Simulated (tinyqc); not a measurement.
# A chain with uneven site energies and dephasing by Buettiker voltage probes, step by step

Numbers from tinyqc (`OMP_NUM_THREADS=1 python tinyqc.py 2700006 2700007 out.jsonl`; about 0.01 s on one thread of a shared Intel Xeon 2.30GHz). Printed values are rounded.

Sites 1 to 3 form a chain with hopping -t. Lead L joins site 1 and lead R site 3, both semi-infinite chains with hopping -t and site energy 0. Every site carries a probe with self-energy -i Gamma_p/2 that draws no net current. Linear response at zero temperature: mu_L = 1, mu_R = 0 in units of the bias.

Inputs (values chosen for the exercise):
```
symbol,value,unit,meaning
t,2.4,eV,hopping (matrix element -t)
U,"[-2.58, 1.32, -2.29]",eV,site energies 1 to N
E,-3.12,eV,Fermi energy
gp,1.5,eV,probe broadening Gamma_p
```

Constants: q = 1.602176634e-19 C, h = 6.62607015e-34 J s. Results are converted to the units shown.

## Green function

Sigma = t^2 g(E), g(x) = (x - i sqrt(4 t^2 - x^2))/(2 t^2) for |x| < 2 t and (x - sign(x) sqrt(x^2 - 4 t^2))/(2 t^2) otherwise; Gamma = -2 Im Sigma; G = (E - H - Sigma_L - Sigma_R + i Gamma_p/2)^(-1).

Sigma = -1.56000-1.82384i eV
Gamma = 3.64768 eV

G (1/eV):
```
                    1                    2                   3
1  0.145959-0.236367i   0.101146-0.056076i  0.023637+0.101018i
2  0.101146-0.056076i  -0.103125-0.084640i  0.098290-0.068282i
3  0.023637+0.101018i   0.098290-0.068282i  0.136861-0.258056i
```

## Transmissions between terminals

With Gamma the broadening by one lead, T_RL = Gamma^2 |G_(3,1)|^2, T_pL = Gamma Gamma_p |G_(p,1)|^2, T_pR = Gamma Gamma_p |G_(p,3)|^2, T_pq = Gamma_p^2 |G_(p,q)|^2 for p != q.

T_RL = 0.143214

```
probe      T_pL      T_pR
1      0.422256  0.058893
2      0.073182  0.078371
3      0.058893  0.466852
```

T_pq:
```
           1          2          3
1  0.0000000  0.0300938  0.0242178
2  0.0300938  0.0000000  0.0322276
3  0.0242178  0.0322276  0.0000000
```

## Probe potentials and effective transmission

No current into probe p: W mu = T_pL with W_pp = T_pL + T_pR + sum_q T_pq and W_pq = -T_pq. Then T_eff = T_RL + sum_p T_pR mu_p, and the resistance is (h/2q^2)/T_eff.

W:
```
           1          2          3
1   0.535460  -0.030094  -0.024218
2  -0.030094   0.213874  -0.032228
3  -0.024218  -0.032228   0.582190
```

mu_p, probe 1 to 3: [0.823029, 0.482405, 0.162097]
T_eff = 0.305166
resistance = 42.2930 kohm

Without probes the transmission is 0.3561. With them, 46.9 % of the current crosses without entering a probe.

## Current at both leads

In units of (2 q^2/h) times the bias, T_RL + sum_p T_pL (1 - mu_p) leaves L and T_RL + sum_p T_pR mu_p enters R.

current leaving L = 0.305166
current entering R = 0.305166

The two are equal: the probes conserve the current.
